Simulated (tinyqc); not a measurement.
Comparisons within one model: dielectric confinement in a thin film (image charges). A value that a table varies takes the place of the one given here.

A film |z| < t/2 of dielectric constant eps between half-spaces of dielectric constant e2; lam = (eps - e2)/(eps + e2), q = e^2/(4 pi eps0). The self-energy of a band edge is taken with the high-frequency value, e2 = eh, and the field of a fixed ion with the static one, e2 = eo. A charge at z has images lam^|n| at n t + (-1)^n z. Its self-energy is S(z) = (q/2 eps) sum over n >= 1 of lam^n [1/(n t - 2z) + 1/(n t + 2z)] for odd n and 2 lam^n/(n t) for even n; at the centre S(0) = -(q/(eps t)) ln(1 - lam).

Donor at the centre, lam from the static eo, trial function cos(pi z/t) exp(-rho/l): E(l) = c/(m l^2) - (q/eps) times the integral over k of F(k t) (1 + (k l/2)^2)^(-3/2), with F(x) = F0 + 2 lam exp(-x) G/(1 - lam exp(-x)), F0 = 2[(1 - exp(-x/2))/x + x (1 + exp(-x/2))/(x^2 + 4 pi^2)], G = 2 sinh(x/2)[1/x - x/(x^2 + 4 pi^2)]; c = hbar^2/2m0. The binding energy is -E at the minimum, counted from the subband edge with its self-energy.

Constants: e^2/(4 pi eps0) = 14.39964547 eV angstrom; hbar^2/2m0 = 3.80998211 eV angstrom^2; Ry = 13.60569312 eV.

Values chosen for the exercise (near those of a Si (100) film, two-fold valleys, between layers of SiO2; shifted at random, so the results belong to these values and not to a real crystal):
- eps = 11.9 (dielectric constant of the film)
- eh = 2.1 (high-frequency dielectric constant outside)
- eo = 3.8 (static dielectric constant outside)
- m = 0.185 m0 (mass in the plane)
- mz = 0.882 m0 (mass across the film)
- ts = (10, 15, 22, 32, 48, 70, 100) angstrom (thicknesses)
- t = 54 angstrom (film thickness)

## Thinning the film

<S> is the mean over (2/t) cos^2(pi z/t); confinement c (pi/t)^2/mz; donor binding with and without images.

Results:
```
t (angstrom)  <S> (meV)  confinement (meV)  binding, no images (meV)  binding (meV)  l (angstrom)
10                164.5              426.3                      56.0          168.7          15.9
15                109.6              189.5                      51.6          136.0          18.3
22                 74.8               88.1                      46.9          109.8          20.9
32                 51.4               41.6                      41.9           88.3          23.9
48                 34.3               18.5                      36.4           69.1          27.8
70                 23.5                8.7                      31.3           54.6          32.0
100                16.4                4.3                      26.6           43.5          36.7
```

Between 100 and 10 angstrom the binding goes from 43.5 to 168.7 meV; quantum confinement alone would take it from 26.6 to 56.0, so the images supply +16.8 and +112.7 meV. |<S>| goes as 1/t and exceeds the confinement energy beyond 26 angstrom. Hard-wall energies above 300 meV (up to t = 10 angstrom) overstate the confinement: walls are finite and valleys non-parabolic.

## Choice of the surrounding dielectric

The same film between different dielectrics; in this table one value e2 serves for both eo and eh.

Results:
```
case         lam  <S> (meV)  binding (meV)  l (angstrom)
e2 = 1     0.845       46.0          113.2          27.7
e2 = 2.5   0.653       26.9           78.3          28.5
e2 = 3.9   0.506       18.3           63.5          29.1
e2 = 7.5   0.227        6.9           45.0          30.2
e2 = 16   -0.147       -3.8           29.4          31.9
e2 = 25   -0.355       -8.6           23.1          33.0
e2 = 80   -0.741      -16.1           13.9          35.2
```

The binding spans a factor 8.1, from 113 meV in vacuum to 13.9 meV for e2 = 80; going from 3.9 to 25 changes it by -40.4 meV and the band edge by -26.9 meV, so the binding responds 1.50 times as much as the edge (for an orbit much smaller than t the binding would change by twice the change of S(0), -45.3 meV; here l/t = 0.54 for e2 = 3.9).

## What each parameter does

<S> is the mean over (2/t) cos^2(pi z/t). Each row changes one parameter from the base and keeps the others.

Results:
```
case             lam from eh  <S> (meV)  binding (meV)  l (angstrom)
base                   0.700       30.5           64.3          29.0
t = 64 angstrom        0.700       25.7           57.8          30.9
eps = 10.7             0.672       31.5           70.7          27.3
eo = 5.3               0.700       30.5           54.3          29.6
eh = 2.7               0.630       25.4           64.3          29.0
m = 0.222 m0           0.700       30.5           68.8          25.9
```

The largest shifts from the base row, up to three for each result and ties (the steps differ in size, so this ranks the rows, not the parameters). lam from eh: eh -0.070, eps -0.028; unchanged at the printed digits by t, eo and m. <S> (meV): eh -5.0, t -4.8, eps +1.0; unchanged at the printed digits by eo and m. binding (meV): eo -10.0, t -6.5, eps +6.4; unchanged at the printed digits by eh. l (angstrom): m -3.1, t +1.9, eps -1.7; unchanged at the printed digits by eh.

Computed by tinyqc, a small Python program: `OMP_NUM_THREADS=1 python tinyqc.py 1281920 1281921 out.jsonl` (the numbers bound the seed that draws the inputs); one thread of a shared host (Intel(R) Xeon(R) Processor @ 2.30GHz), about 0.1 s for the whole set of steps.
